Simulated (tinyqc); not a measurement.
## Delay unit and parasitic delay from two ring oscillators

Problem. A ring of 51 inverters oscillates at 1/(2 x 51 d), with stage delay d = tau (h + p) for fan-out h. Find tau, p and the delay at fan-out 4.

frequencies of 51-stage ring oscillators with fan-out 2 and 5 (GHz): [0.95874372, 0.51073264]

Solution. d is a straight line in h with slope tau and intercept tau p.

tau = 2.99 ps
p = 1.42
delay at fan-out 4 = 16.2 ps

Computed by the program tinyqc: `OMP_NUM_THREADS=1 python tinyqc.py 2082043 2082044 out.jsonl`, one thread of a shared Intel Xeon 2.30GHz, about 0.01 s for the whole run.
